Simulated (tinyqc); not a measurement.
Donor in an ellipsoidal valley (Kohn-Luttinger variational method): one step, computed by the program tinyqc. Command: `OMP_NUM_THREADS=1 python tinyqc.py 3028911 3028912 out.jsonl kohnlutt walk`. One thread of a shared host (Intel(R) Xeon(R) Processor @ 2.30GHz), about 0.03 s of CPU time with the checks.

H = -(d^2/dx^2 + d^2/dy^2) - gamma d^2/dz^2 - 2/r in units built on m_t, with gamma = m_t/m_l and z along the valley axis. One valley; no valley-orbit or central-cell term.

Task: Energy at a trial ratio. Trial function exp(-sqrt((x^2 + y^2)/a^2 + z^2/b^2)) with beta = b/a < 1: E = t/a^2 - u/a, t = (2 + gamma/beta^2)/3, u = 2 arcsin(sqrt(1 - beta^2))/sqrt(1 - beta^2); the best a is 2 t/u and E(beta) = -u^2/(4 t).

Inputs (values chosen for the exercise, for a model semiconductor): trial ratio b/a = 0.41.

gamma = 0.3512064

Give: t; u; best a; E(beta).

Result:

t = 1.363

u = 2.518

best a = 1.083 a*

E(beta) = -1.163 Ry*
